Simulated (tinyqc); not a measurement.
Worked calculation: one-electron ion in a basis of Gaussians. One step of it, computed by the program tinyqc.

Task: Matrices over normalised Gaussians. With p = a_i + a_j and I(k) = Gamma((k+1)/2) / (2 p^((k+1)/2)): S = I(2l+2), T = (2l+3) a_i a_j S / p, V = -Z I(2l+1), each divided by sqrt(S_ii S_jj).

exponents of r^l exp(-a r^2) (1/bohr^2): 0.054870  0.173700  0.550200  1.742000  5.516000

Z = 5

l = 2

Give: S; T; V.

Result:

S, lower triangle:
```
        1       2       3       4       5
1  1.0000
2  0.5761  1.0000
3  0.1436  0.5758  1.0000
4  0.0239  0.1435  0.5761  1.0000
5  0.0034  0.0239  0.1436  0.5760  1.0000
```

T (hartree), lower triangle:
```
        1       2       3       4        5
1  0.1920
2  0.1682  0.6079
3  0.0501  0.5321  1.9257
4  0.0089  0.1587  1.6861  6.0970
5  0.0013  0.0282  0.5029  5.3380  19.3060
```

V (hartree), lower triangle:
```
         1        2        3        4        5
1  -0.9968
2  -0.8288  -1.7735
3  -0.3360  -1.4742  -3.1565
4  -0.0964  -0.5978  -2.6243  -5.6165
5  -0.0243  -0.1715  -1.0642  -4.6693  -9.9943
```
